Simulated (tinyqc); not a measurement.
Inversion layer as a triangular well, valleys of the Si type, step by step. Values are carried at full precision from step to step, so a last printed digit may differ when a step is redone from the rounded ones.

Six ellipsoidal valleys with their long axes along the cube axes, mass ml along the axis and mt across it. For a valley whose axis makes the angle theta with the surface normal, 1/m_z = cos^2(theta)/ml + sin^2(theta)/mt sets the confinement; in the plane the masses are m_1 = mt and m_2 = ml mt/m_z, and m_d = sqrt(m_1 m_2).

Constants: e^2/(4 pi eps0) = 14.39964547 eV angstrom; hbar^2/2m0 = 3.80998211 eV angstrom^2; kB = 8.617333262e-05 eV/K.

Values chosen for the exercise (near those of Si; shifted at random, so the results belong to these values and not to a real crystal): ml = 0.908 m0 (longitudinal mass); mt = 0.187 m0 (transverse mass); face = 100 (surface); eps = 11.6 (dielectric constant); Ns = 3.1 x 1e12/cm^2 (electron sheet density); Nd = 0.1 x 1e12/cm^2 (depletion charge); eta = 0.75 (share of Ns in the effective field); T = 77 K (temperature); tox = 29 angstrom (SiO2-equivalent oxide thickness).

## Valley masses on the (100) face

Group the valleys by their angle to the normal, heaviest m_z first.

Valleys (masses in m0):

| valleys g | cos^2(theta) | m_z | m_1 | m_2 | m_d |
|---|---|---|---|---|---|
| 2 | 1.0000 | 0.9080 | 0.1870 | 0.1870 | 0.1870 |
| 4 | 0.0000 | 0.1870 | 0.1870 | 0.9080 | 0.4121 |

The 2 valleys with the heaviest m_z will give the lowest ladder of subbands.

## Effective field

The field is taken as constant, e F = 4 pi (e^2/4 pi eps0)(Nd + eta Ns)/eps, with 1e12/cm^2 = 1e-4/angstrom^2, and the oxide as a hard wall at z = 0; c = hbar^2/2m0.

Find e F, and F in MV/cm (1 MV/cm = 0.01 V/angstrom).

e F = 0.00378282 eV/angstrom
F = 0.3783 MV/cm

## Subband ladders

Level j of a valley lies at E_j = a_j (c (e F)^2/m_z)^(1/3) above the band edge at the surface, with the Airy zeros a_j = 2.338107, 4.087949, 5.520560, 6.786708, 7.944134, 9.022651, 10.040174, 11.008524, 11.936016, 12.828777, and has <z> = 2 E_j/(3 e F).

The ten lowest levels of all groups of valleys together, j = 0, 1, ..., c = hbar^2/2m0; primes mark the groups with lighter m_z.

Subbands:

| label | valleys g | m_d (m0) | E (eV) | <z> (angstrom) |
|---|---|---|---|---|
| 0 | 2 | 0.1870 | 0.0916 | 16.14 |
| 0' | 4 | 0.4121 | 0.1550 | 27.32 |
| 1 | 2 | 0.1870 | 0.1601 | 28.21 |
| 2 | 2 | 0.1870 | 0.2162 | 38.10 |
| 3 | 2 | 0.1870 | 0.2658 | 46.84 |
| 1' | 4 | 0.4121 | 0.2711 | 47.77 |
| 4 | 2 | 0.1870 | 0.3111 | 54.82 |
| 5 | 2 | 0.1870 | 0.3533 | 62.27 |
| 2' | 4 | 0.4121 | 0.3661 | 64.51 |
| 6 | 2 | 0.1870 | 0.3932 | 69.29 |

The second subband is 0', 63.5 meV above the first.

## Fermi level and populations

Subband i holds n_i = g m_d/(2 pi c) kB T ln(1 + exp((EF - E_i)/kB T)) (spin included), and EF is fixed by sum n_i = Ns over the levels listed or, where none are listed, over j = 0 to 9 of each group; 1e12/cm^2 = 1e-4/angstrom^2.

Solve for EF; c = hbar^2/2m0. The mean distance is sum n_i <z>_i/Ns.

EF = 0.1110 eV

Populations:

| label | (EF - E)/kB T | n (1e12/cm^2) | share (%) |
|---|---|---|---|
| 0 | 2.93 | 3.093 | 99.8 |
| 0' | -6.63 | 0.006 | 0.2 |
| 1 | -7.39 | 0.001 | 0.0 |
| 2 | -15.85 | 0.000 | 0.0 |
| 3 | -23.32 | 0.000 | 0.0 |
| 1' | -24.12 | 0.000 | 0.0 |
| 4 | -30.15 | 0.000 | 0.0 |
| 5 | -36.52 | 0.000 | 0.0 |
| 2' | -38.44 | 0.000 | 0.0 |
| 6 | -42.52 | 0.000 | 0.0 |

mean distance from the surface = 16.16 angstrom

The lowest subband holds 99.8 % of the electrons and is degenerate (EF more than 2 kB T above its edge).

## Effect on the gate capacitance

The charge sits at the mean distance <z> from the surface, which adds (3.9/eps) <z> to the oxide thickness; C/Cox = tox/(tox + 3.9 <z>/eps). The density-of-states term is left out.

added thickness = 5.43 angstrom
C/Cox = 0.842

## Checks

- Lowest level by finite differences against the Airy formula, eV: both 0.0916.

Program tinyqc; command `OMP_NUM_THREADS=1 python tinyqc.py 1252539 1252540 out.jsonl`; about 0.05 s on one thread of a shared Intel(R) Xeon(R) Processor @ 2.30GHz.
